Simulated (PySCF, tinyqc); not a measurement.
Inside a calculation. Method: MP2 on RHF in the sto-3g basis, for BeH+, spin multiplicity 1. The lowest restricted solution is unstable here: a spin-polarised one lies 0.0068 hartree lower (PySCF). Computed by tinyqc, a small Python program that keeps every step (integrals from PySCF). Settings: charge = 1, multiplicity = 1, basis = sto-3g, method = RHF, energy threshold = 1e-10, iteration cap = 65, orthogonalisation = symmetric, start = Wolfsberg-Helmholz matrix, DIIS depth = 6. Command: `OMP_NUM_THREADS=1 python tinyqc.py 20236 20237 out.jsonl` (the two numbers bound the seeds that draw the settings). One thread of a shared host (Intel(R) Xeon(R) Processor @ 2.60GHz), about 0.1 s of CPU time with the checks. The early iterations of the SCF are left out here.

## One-electron integrals

Geometry (angstrom):
```
atom        x        y        z
Be    0.00000  0.00000  0.00000
H     0.00000  0.00000  1.82500
```

Basis sto-3g: exponents (1/bohr^2) and contraction coefficients of normalised primitives:
```
element  l (shell)  exponent  coefficient
Be           s (1)  30.16787      0.15433
Be           s (1)   5.49512      0.53533
Be           s (1)   1.48719      0.44463
Be           s (2)   1.31483     -0.09997
Be           s (2)   0.30554      0.39951
Be           s (2)   0.09937      0.70012
Be           p (3)   1.31483      0.15592
Be           p (3)   0.30554      0.60768
Be           p (3)   0.09937      0.39196
H            s (1)   3.42525      0.15433
H            s (1)   0.62391      0.53533
H            s (1)   0.16886      0.44463
```

Overlap, kinetic and nuclear-attraction integrals over the contracted functions; the nuclear repulsion is the sum of Za Zb / Rab.

nuclear repulsion = 1.1598405 hartree

overlap S, lower triangle:
```
          1Be 1s   1Be 2s  1Be 2px  1Be 2py  1Be 2pz    2H 1s
1Be 1s   1.00000
1Be 2s   0.25952  1.00000
1Be 2px  0.00000  0.00000  1.00000
1Be 2py  0.00000  0.00000  0.00000  1.00000
1Be 2pz  0.00000  0.00000  0.00000  0.00000  1.00000
2H 1s    0.02389  0.28361  0.00000  0.00000  0.36813  1.00000
```

kinetic energy T (hartree), lower triangle:
```
           1Be 1s   1Be 2s  1Be 2px  1Be 2py  1Be 2pz    2H 1s
1Be 1s    6.69397
1Be 2s   -0.03301  0.21111
1Be 2px   0.00000  0.00000  0.66059
1Be 2py   0.00000  0.00000  0.00000  0.66059
1Be 2pz   0.00000  0.00000  0.00000  0.00000  0.66059
2H 1s    -0.00720  0.01594  0.00000  0.00000  0.06884  0.76003
```

nuclear attraction V (hartree), lower triangle:
```
            1Be 1s    1Be 2s   1Be 2px   1Be 2py   1Be 2pz     2H 1s
1Be 1s   -14.85105
1Be 2s    -1.97450  -2.59876
1Be 2px    0.00000   0.00000  -2.55752
1Be 2py    0.00000   0.00000   0.00000  -2.55752
1Be 2pz   -0.00970  -0.09734   0.00000   0.00000  -2.62514
2H 1s     -0.18100  -0.65459   0.00000   0.00000  -0.82865  -2.38540
```

core Hamiltonian H = T + V (hartree), lower triangle:
```
           1Be 1s    1Be 2s   1Be 2px   1Be 2py   1Be 2pz     2H 1s
1Be 1s   -8.15708
1Be 2s   -2.00751  -2.38764
1Be 2px   0.00000   0.00000  -1.89692
1Be 2py   0.00000   0.00000   0.00000  -1.89692
1Be 2pz  -0.00970  -0.09734   0.00000   0.00000  -1.96455
2H 1s    -0.18820  -0.63865   0.00000   0.00000  -0.75981  -1.62536
```

## Two-electron integrals

Functions are numbered as in S; the eight-fold symmetry (ij|kl) = (ji|kl) = (kl|ij) leaves the list below.

Two-electron integrals (ij|kl) in chemists' order, unique and non-zero (hartree):
```
(11|11) 2.29883   (21|11) 0.39204   (21|21) 0.07954   (22|11) 0.57099
(22|21) 0.14304   (22|22) 0.41768   (31|31) 0.01461   (32|31) 0.02189
(32|32) 0.09226   (33|11) 0.56958   (33|21) 0.14308   (33|22) 0.41759
(33|33) 0.44986   (41|41) 0.01461   (42|41) 0.02189   (42|42) 0.09226
(43|43) 0.02425   (44|11) 0.56958   (44|21) 0.14308   (44|22) 0.41759
(44|33) 0.40136   (44|44) 0.44986   (51|51) 0.01461   (52|51) 0.02189
(52|52) 0.09226   (53|53) 0.02425   (54|54) 0.02425   (55|11) 0.56958
(55|21) 0.14308   (55|22) 0.41759   (55|33) 0.40136   (55|44) 0.40136
(55|55) 0.44986   (61|11) 0.03557   (61|21) 0.00722   (61|22) 0.01310
(61|33) 0.01302   (61|44) 0.01302   (61|51) 0.00065   (61|52) 0.00123
(61|55) 0.01327   (61|61) 0.00069   (62|11) 0.11574   (62|21) 0.02958
(62|22) 0.09828   (62|33) 0.09424   (62|44) 0.09424   (62|51) 0.00378
(62|52) 0.02605   (62|55) 0.10626   (62|61) 0.00297   (62|62) 0.03959
(63|31) 0.00228   (63|32) 0.01162   (63|53) 0.00415   (63|63) 0.00295
(64|41) 0.00228   (64|42) 0.01162   (64|54) 0.00415   (64|64) 0.00295
(65|11) 0.13646   (65|21) 0.03520   (65|22) 0.12195   (65|33) 0.11492
(65|44) 0.11492   (65|51) 0.00596   (65|52) 0.03989   (65|55) 0.13586
(65|61) 0.00364   (65|62) 0.05492   (65|65) 0.07754   (66|11) 0.28963
(66|21) 0.07511   (66|22) 0.28041   (66|33) 0.26188   (66|44) 0.26188
(66|51) 0.00955   (66|52) 0.08919   (66|55) 0.31709   (66|61) 0.00760
(66|62) 0.15322   (66|65) 0.22258   (66|66) 0.77461
```

## Orthogonalisation

S = U s U^T; symmetric (Loewdin) form X = U s^(-1/2) U^T, so that X^T S X = 1.

eigenvalues of S: 0.51175  0.79903  1.00000  1.00000  1.18419  1.50503

X, lower triangle:
```
           1Be 1s    1Be 2s  1Be 2px  1Be 2py   1Be 2pz    2H 1s
1Be 1s    1.02740
1Be 2s   -0.14089   1.06507
1Be 2px   0.00000   0.00000  1.00000
1Be 2py   0.00000   0.00000  0.00000  1.00000
1Be 2pz  -0.00669   0.04834  0.00000  0.00000   1.06070
2H 1s     0.02016  -0.16992  0.00000  0.00000  -0.21443  1.09750
```

## Iteration 9 (converged): orbitals

converged F (hartree), lower triangle:
```
           1Be 1s    1Be 2s   1Be 2px   1Be 2py   1Be 2pz     2H 1s
1Be 1s   -4.98799
1Be 2s   -1.40111  -0.84542
1Be 2px   0.00000   0.00000  -0.12349
1Be 2py   0.00000   0.00000   0.00000  -0.12349
1Be 2pz   0.01635  -0.09548   0.00000   0.00000  -0.22851
2H 1s    -0.13064  -0.36732   0.00000   0.00000  -0.31889  -0.40884
```

Diagonalise F' = X^T F X, C = X C', fill 2 alpha and 2 beta electrons from the bottom; D = 2 C_occ C_occ^T. Each column has its largest component positive (the first on a tie).

F' = X^T F X (hartree), lower triangle:
```
          1         2         3         4         5         6
1  -4.88006
2  -0.70269  -0.52801
3   0.00000   0.00000  -0.12349
4   0.00000   0.00000   0.00000  -0.12349
5   0.01473  -0.02226   0.00000   0.00000  -0.13490
6   0.02346  -0.24261   0.00000   0.00000  -0.24582  -0.24559
```

orbital energies (hartree): MO1 -4.99077, MO2 -0.64743, MO3 -0.25220, MO4 -0.12349, MO5 -0.12349, MO6 0.10183

coefficients C:
```
              MO1       MO2       MO3       MO4      MO5       MO6
1Be 1s    0.99301  -0.20040  -0.19882   0.00000  0.00000   0.10051
1Be 2s    0.02604   0.66216   0.73377   0.00000  0.00000  -0.45595
1Be 2px   0.00000   0.00000   0.00000   0.99987  0.01592   0.00000
1Be 2py   0.00000   0.00000   0.00000  -0.01592  0.99987   0.00000
1Be 2pz  -0.00199   0.25471  -0.58342   0.00000  0.00000  -0.87645
2H 1s    -0.00282   0.49909  -0.38548   0.00000  0.00000   0.93918
```

D after iteration 9, lower triangle:
```
           1Be 1s   1Be 2s  1Be 2px  1Be 2py  1Be 2pz    2H 1s
1Be 1s    2.05244
1Be 2s   -0.21367  0.87828
1Be 2px   0.00000  0.00000  0.00000
1Be 2py   0.00000  0.00000  0.00000  0.00000
1Be 2pz  -0.10603  0.33722  0.00000  0.00000  0.12977
2H 1s    -0.20564  0.66082  0.00000  0.00000  0.25426  0.49821
```

Within a degenerate level the vectors are fixed only up to a rotation; this is one choice.

## Convergence

Stop when the energy changes by less than 1e-10 hartree and every element of the error matrix X^T (F D S - S D F) X is below 3e-06.

Course of the cycle:
```
iteration  E (hartree)     change  largest element of the error matrix
1          -14.5479154          -                             1.37e-01
2          -14.5838839  -3.60e-02                             6.07e-02
3          -14.6027966  -1.89e-02                             3.72e-02
4          -14.6093962  -6.60e-03                             1.05e-02
5          -14.6093421   5.41e-05                             7.79e-03
6          -14.6095179  -1.76e-04                             1.52e-03
7          -14.6095242  -6.25e-06                             1.62e-04
8          -14.6095243  -7.34e-08                             8.65e-07
9          -14.6095243  -1.88e-12                             3.32e-09
```

PySCF RHF in the same basis = -14.6095243 hartree

Converged in 9 iterations.

## Integrals over molecular orbitals

(pq|rs) = sum C_ip C_jq C_kr C_ls (ij|kl), one index at a time.

one-electron integrals over orbitals h = C^T H C (hartree), lower triangle:
```
          1         2         3         4         5         6
1  -8.14764
2   0.17363  -1.98353
3   0.19350  -0.07308  -1.86069
4   0.00000   0.00000   0.00000  -1.89692
5   0.00000   0.00000   0.00000   0.00000  -1.89692
6  -0.06302   0.23541  -0.09906   0.00000   0.00000  -1.65133
```

Two-electron integrals over orbitals (pq|rs), unique and non-zero (hartree):
```
(11|11) 2.27574    (21|11) -0.17249   (21|21) 0.02173    (22|11) 0.45143
(22|21) -0.00114   (22|22) 0.45496    (31|11) -0.17159   (31|21) 0.01784
(31|22) -0.01380   (31|31) 0.02601    (32|11) 0.07815    (32|21) -0.00568
(32|22) -0.06538   (32|31) 0.00177    (32|32) 0.06390    (33|11) 0.52185
(33|21) -0.01074   (33|22) 0.32735    (33|31) 0.00235    (33|32) 0.03207
(33|33) 0.42513    (41|41) 0.01558    (42|41) 0.01420    (42|42) 0.04582
(43|41) 0.01374    (43|42) 0.03476    (43|43) 0.04820    (44|11) 0.56924
(44|21) -0.00607   (44|22) 0.34818    (44|31) -0.00605   (44|32) 0.04111
(44|33) 0.38151    (44|44) 0.44986    (51|51) 0.01558    (52|51) 0.01420
(52|52) 0.04582    (53|51) 0.01374    (53|52) 0.03476    (53|53) 0.04820
(54|54) 0.02425    (55|11) 0.56924    (55|21) -0.00607   (55|22) 0.34818
(55|31) -0.00605   (55|32) 0.04111    (55|33) 0.38151    (55|44) 0.40136
(55|55) 0.44986    (61|11) 0.08202    (61|21) -0.01356   (61|22) -0.00887
(61|31) -0.00214   (61|32) 0.00796    (61|33) 0.01474    (61|44) 0.00212
(61|55) 0.00212    (61|61) 0.01560    (62|11) -0.13424   (62|21) 0.00126
(62|22) 0.01952    (62|31) 0.00850    (62|32) -0.05605   (62|33) -0.00817
(62|44) -0.06921   (62|55) -0.06921   (62|61) 0.00511    (62|62) 0.11731
(63|11) 0.07730    (63|21) -0.00329   (63|22) -0.05687   (63|31) 0.00500
(63|32) 0.06008    (63|33) 0.05028    (63|44) 0.03728    (63|55) 0.03728
(63|61) 0.00775    (63|62) -0.06111   (63|63) 0.07687    (64|41) -0.00703
(64|42) -0.02528   (64|43) -0.00757   (64|64) 0.02220    (65|51) -0.00703
(65|52) -0.02528   (65|53) -0.00757   (65|65) 0.02220    (66|11) 0.48159
(66|21) -0.00192   (66|22) 0.46146    (66|31) -0.01254   (66|32) -0.06956
(66|33) 0.35535    (66|44) 0.35131    (66|55) 0.35131    (66|61) -0.00724
(66|62) 0.04572    (66|63) -0.06019   (66|66) 0.49828
```

## Second-order Moller-Plesset energy

Hartree-Fock energy = -14.6095243 hartree

E2 = sum_ijab (ia|jb) [2 (ia|jb) - (ib|ja)] / (e_i + e_j - e_a - e_b) over occupied i, j and virtual a, b; the opposite-spin part is (ia|jb)^2 / denominator, the rest is same-spin, and SCS-MP2 scales them by 6/5 and 1/3.

Terms:
```
i  j  a  b   (ia|jb)   (ib|ja)  denominator       term
2  2  6  6   0.11731   0.11731     -1.49852   -0.00918
2  2  3  3   0.06390   0.06390     -0.79045   -0.00517
2  2  6  3  -0.05605  -0.05605     -1.14449   -0.00275
2  2  3  6  -0.05605  -0.05605     -1.14449   -0.00275
2  2  4  4   0.04582   0.04582     -1.04787   -0.00200
2  2  5  5   0.04582   0.04582     -1.04787   -0.00200
1  1  3  3   0.02601   0.02601     -9.47713   -0.00007
2  1  4  4   0.01420   0.01420     -5.39121  -3.74e-05
1  2  4  4   0.01420   0.01420     -5.39121  -3.74e-05
2  1  5  5   0.01420   0.01420     -5.39121  -3.74e-05
1  2  5  5   0.01420   0.01420     -5.39121  -3.74e-05
1  1  4  4   0.01558   0.01558     -9.73455  -2.49e-05
1  1  5  5   0.01558   0.01558     -9.73455  -2.49e-05
1  1  6  6   0.01560   0.01560    -10.18521  -2.39e-05
1  2  3  6   0.00850   0.00796     -5.48783  -1.40e-05
2  1  6  3   0.00850   0.00796     -5.48783  -1.40e-05
2  1  3  6   0.00796   0.00850     -5.48783  -1.08e-05
1  2  6  3   0.00796   0.00850     -5.48783  -1.08e-05
2  1  6  6   0.00511   0.00511     -5.84187  -4.46e-06
1  2  6  6   0.00511   0.00511     -5.84187  -4.46e-06
2  1  3  3   0.00177   0.00177     -5.13379  -6.12e-07
1  2  3  3   0.00177   0.00177     -5.13379  -6.12e-07
1  1  6  3  -0.00214  -0.00214     -9.83117  -4.67e-07
1  1  3  6  -0.00214  -0.00214     -9.83117  -4.67e-07
```

Pair energies (hartree; pair i-j sums ij and ji):
```
pair  opposite spin  same spin
1-1        -0.00015          0
2-1        -0.00021  -1.04e-07
2-2        -0.02385          0
```

MP2 correlation energy = -0.0242022 hartree

SCS-MP2 correlation energy = -0.0290426 hartree

MP2 total energy = -14.6337265 hartree
